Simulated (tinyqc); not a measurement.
Inside a calculation. Model: sputter depth profiling of a dopant layer: erosion rate, quantification and the mixing-roughness response. Computed by tinyqc, a small Python program that keeps every step. Command: `OMP_NUM_THREADS=1 python tinyqc.py 3008624 3008625 out.jsonl sims walk`. One thread of a shared host (Intel(R) Xeon(R) Processor @ 2.30GHz), about 0.01 s of CPU time with the checks. Intermediate numbers are printed to about 6 digits and carried at full precision; extremes and crossings named in words are read from the listed rows.

A rastered ion beam erodes silicon (49.94 atoms per nm^3). The measured profile is the true one convolved with a depth response.

Inputs (values chosen for the exercise, modelled on a dopant in silicon under an oxygen or caesium beam):
```
quantity,value,unit
beam energy E,0.27,keV
beam current,37,nA
raster side,500,um
sputter yield at 1 keV,1.1,-
mixing length at 1 keV,1.7,nm
roughness sigma,0.52,nm
depth of the layer z0,34,nm
sheet density Q,1.1e+14,1/cm^2
relative sensitivity factor RSF,7.6e+21,1/cm^3
matrix count rate,4e+06,1/s
background count rate,0.31,1/s
counting time per point,1,s
level that defines the junction C_B,2e+16,1/cm^3
```

True profile: delta layer.

Constants: e = 1.602176634e-19 C.

## Erosion and sensitivity

Scaling chosen for the exercise: yield Y = Y1 E^0.5, mixing length w = w1 E^0.5 (E in keV). Erosion rate = Y I/(e x raster^2 x density); depth step = rate x counting time; concentration = RSF x counts/matrix counts; detection limit = RSF x 3 sqrt(background x time)/(matrix rate x time).

yield Y = 0.571577

mixing length w = 0.883346 nm

erosion rate = 0.0105725 nm/s

depth step = 0.0105725 nm

detection limit = 3.17363e+15 1/cm^3

Caution: with so few background counts Poisson statistics, not 3 sqrt(N), set the true limit.

## Measured shape

Mixing alone turns a layer at z0 into (1/w) exp(-(z - z0 + w)/w) for z > z0 - w; roughness adds a Gaussian of width sigma. With x = z - z0 + w: g(x) = (1/(2w)) exp(sigma^2/(2 w^2) - x/w) erfc((sigma/w - x/sigma)/sqrt2), and its integral G(x) = (1/2) erfc(-x/(sigma sqrt2)) - w g(x). Measured: Q g(x), 1 nm = 1e-7 cm. Find the maximum, the full width at half maximum and the deep point where the profile falls to C_B; far down, the trailing edge decays by w ln(10) per decade.

depth of the maximum = 33.6053 nm

peak concentration = 5.42697e+20 1/cm^3

full width at half maximum = 1.75492 nm

apparent junction depth = 43.0211 nm

trailing slope = 2.03398 nm/decade

The true deep edge lies at 34 nm, so the junction appears 9.02 nm too deep.

## Moments

Convolution adds means and variances: the response has mean 0 (shift -w plus exponential mean w) and variance w^2 + sigma^2; a delta layer adds none.

centroid = 34 nm

standard deviation = 1.02504 nm

maximum minus centroid = -0.394711 nm

The centroid stays at the true position while the maximum lies nearer the surface, so depth is read from the centroid.

## Points of the profile

Counts = concentration x matrix rate x time/RSF + background x time; relative noise 1/sqrt(counts). Depths are z0 - w + k (w + sigma), k = -0.5, 0, 0.5, 1, 2, 3, 5, 8, 12.

Profile:
```
k,z (nm),measured (1/cm^3),counts,relative noise
-0.5,32.4150,8.62167e+19,4.53775e+04,4.69440e-03
0.0,33.1167,4.11737e+20,2.16704e+05,2.14816e-03
0.5,33.8183,5.19664e+20,2.73508e+05,1.91212e-03
1.0,34.5200,2.97115e+20,1.56377e+05,2.52880e-03
2.0,35.9233,6.17459e+19,3.24982e+04,5.54716e-03
3.0,37.3267,1.26083e+19,6.63627e+03,1.22755e-02
5.0,40.1334,5.25721e+17,2.77006e+02,6.00836e-02
8.0,44.3434,4.47613e+15,2.66586e+00,6.12465e-01
12.0,49.9568,7.78214e+12,3.14096e-01,1.78430e+00
```

## Beam energy: resolution against speed

Width = full width at half maximum; the apparent junction is the deep point where the profile falls to C_B; time to profile to twice z0 = 2 z0/erosion rate, at fixed current.

Measured values:
```
E (keV),w (nm),peak (1/cm^3),width (nm),apparent junction (nm),time (min)
0.15,0.65841,6.11565e+20,1.59849,41.0087,143.819
0.25,0.85000,5.51997e+20,1.73161,42.7250,111.402
0.50,1.20208,4.66882e+20,1.97976,45.8100,78.773
1.00,1.70000,3.82782e+20,2.33723,50.0331,55.701
2.00,2.40416,3.05116e+20,2.84831,55.7848,39.386
4.00,3.40000,2.37334e+20,3.57091,63.5902,27.850
8.00,4.80833,1.80854e+20,4.58653,74.1523,19.693
```

From the highest to the lowest energy the width goes from 4.59 to 1.60 nm, towards the floor set by roughness, 2.355 sigma = 1.22 nm, and the junction error from 40.2 to 7.01 nm, at 7.3 times the time. Extrapolating the tail slope to zero energy separates mixing from real diffusion. Caution: the surface transient, segregation under the beam and the growth of roughness with depth are left out, and real yields fall faster near the sputter threshold.

Checks made by the program: dose under the measured profile (relative difference below 1e-10).
